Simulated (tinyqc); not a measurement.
# Ellipsometry and reflectance of a transparent film on an absorbing substrate, step by step

tinyqc, about 0.01 s, one thread, Intel Xeon 2.30GHz (shared host): `OMP_NUM_THREADS=1 python tinyqc.py 2870185 2870186 out.jsonl` Printed values are rounded.

Air (index 1), film, substrate with N2 = n2 - i k2; time factor exp(+i w t). q_j = sqrt(N_j^2 - sin^2 th), root with positive real part. Fresnel coefficients r_s = (q_a - q_b)/(q_a + q_b), r_p = (N_b^2 q_a - N_a^2 q_b)/(N_b^2 q_a + N_a^2 q_b). tan(Psi) exp(i Delta) = R_p/R_s, Delta taken from 0 to 360 degrees.

Values chosen for this exercise; indices close to those of aluminium oxide on silicon:
- lam = 546.1 nm (wavelength)
- th = 65 degrees (angle of incidence)
- n1 = 1.669 (index of the transparent film)
- d = 5.6 nm (film thickness)
- n2 = 4.086 (index of the substrate)
- k2 = 0.031 (extinction coefficient of the substrate)

## Interface coefficients and thickness period

q0, q1, q2 and the coefficients r01 and r12 for p and s; the results repeat in d with the period lam/(2 q1).

q0 = 0.422618
q1 = 1.40149
q2 = 3.98423-0.03179i
r01,p = -0.0869652
r01,s = -0.536630
r12,p = 0.356574-0.003140i
r12,s = -0.479572+0.003072i
period = 194.829 nm

## Psi, Delta and reflectances

beta = 2 pi d q1/lam, X = exp(-2 i beta), R = (r01 + r12 X)/(1 + r01 r12 X) for p and s.

beta = 0.0902994 rad
X = 0.983736-0.179619i
R_p = 0.271088-0.070877i
R_s = -0.805975+0.040386i
Psi = 19.1479 degrees
Delta = 168.216 degrees
|R_p|^2 = 0.0785122
|R_s|^2 = 0.651226

The bare substrate gives Psi = 19.00 and Delta = 179.41 degrees.
